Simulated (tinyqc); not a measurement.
Worked calculation: optical gain and spontaneous emission in a bulk direct-gap semiconductor. Values are carried at full precision from step to step, so a last printed digit may differ when a step is redone from the rounded ones.

F_j(eta) = (1/Gamma(j + 1)) integral_0^infinity x^j dx/(1 + exp(x - eta)), which tends to exp(eta) for eta << 0.

Quasi-Fermi levels: n = Nc F_1/2(Fc/kT) and p = Nv F_1/2(Fv/kT), Fc counted up from the conduction edge and Fv down from the valence edge; Nc, Nv from N = 2 (m kB T/(4 pi c))^(3/2) with c = hbar^2/2m0, in 1/angstrom^3; times 1e24 for 1/cm^3, with me and (mhh^(3/2) + mlh^(3/2))^(2/3).

Constants: hbar^2/2m0 = 3.80998211 eV angstrom^2; kB = 8.617333262e-05 eV/K; fine-structure constant alpha = 0.007297352564; hbar = 6.58211957e-16 eV s; hbar c = 1973.269805 eV angstrom.

Inputs chosen for the exercise (near those of GaAs; shifted at random, so the results belong to these values and not to a real crystal):
```
symbol  value    unit    meaning
me      0.0672   m0      electron mass
mhh     0.507    m0      heavy-hole mass
mlh     0.0832   m0      light-hole mass
n       4.6e+18  1/cm^3  injected density, n = p
T       350      K
Eg      1.41     eV      direct gap
Ep      25.9     eV      Kane energy
nr      3.55             refractive index
E       1.462    eV      photon energy
```

## Quasi-Fermi levels

Solve for Fc and Fv.

kT = 0.030161 eV
Nc = 5.509e+17 1/cm^3
Nv = 1.217e+19 1/cm^3
Fc = 0.1447 eV
Fv = -0.0253 eV
Fc + Fv = 0.1194 eV

The separation of the quasi-Fermi levels exceeds the gap, so photons between Eg and Eg + (Fc + Fv) see gain. The quasi-Fermi level of the electrons lies inside the band, that of the holes in the gap.

## Absorption of the empty crystal

Parabolic bands, vertical transitions, no excitons. For each hole band j: mr = me mj/(me + mj); joint density of states J_j(E) = (mr/c)^(3/2) sqrt(E - Eg)/(2 pi^2), both spins, c = hbar^2/2m0; averaged matrix element |e.p|^2 = m0 Ep/6; alpha_j(E) = 4 pi^2 alpha_f c Ep J_j/(3 nr E) in 1/angstrom (alpha_f the fine-structure constant, listed as alpha among the constants), times 1e8 for 1/cm.

Evaluate at E for heavy and light holes.

mr, J and alpha of each hole band:
```
hole   mr (m0)  J (1/(eV angstrom^3))  alpha (1/cm)
heavy  0.05934              2.245e-05        4099.3
light  0.03717              1.113e-05        2032.9
```

The heavy-hole band gives 67 % of the total, 6132 1/cm.

## Occupations and gain at E

For band j the electron sits at Ee = (E - Eg) mr/me above its edge and the hole at Eh = (E - Eg) mr/mj; fe = 1/(1 + exp((Ee - Fc)/kT)), fh = 1/(1 + exp((Eh - Fv)/kT)); gain g = sum_j alpha_j (fe + fh - 1).

Use mr and alpha from the table.

Energies, occupations and gain of each hole band:
```
hole   Ee (eV)  Eh (eV)     fe     fh  g (1/cm)
heavy   0.0459   0.0061  0.964  0.261       920
light   0.0288   0.0232  0.979  0.166       296
```

total gain = 1215 1/cm

E - Eg = 0.0520 eV is below Fc + Fv = 0.1194 eV, so both bands give gain (Bernard-Duraffourg).

## Spontaneous emission

Spontaneous rate: R = integral of (nr E/(hbar c))^2/(pi^2 hbar) sum_j alpha_j fe fh dE, with alpha in 1/cm and (nr E/(hbar c))^2 in 1/cm^2 (1e16 per 1/angstrom^2); B = R/(n p); lifetime n/R.

Integrate over photon energy.

R = 2.53e+27 1/(cm^3 s)
B = 1.19e-10 cm^3/s
radiative lifetime = 1.82 ns

## Checks

- B at n = 1e13 1/cm^3 against the van Roosbroeck-Shockley value from alpha and ni^2 (cm^3/s): both 1.97e-10.

Computed by tinyqc, a small Python program: `OMP_NUM_THREADS=1 python tinyqc.py 1680771 1680772 out.jsonl` (the numbers bound the seed that draws the inputs); one thread of a shared host (Intel(R) Xeon(R) Processor @ 2.30GHz), about 0.08 s for the whole set of steps.
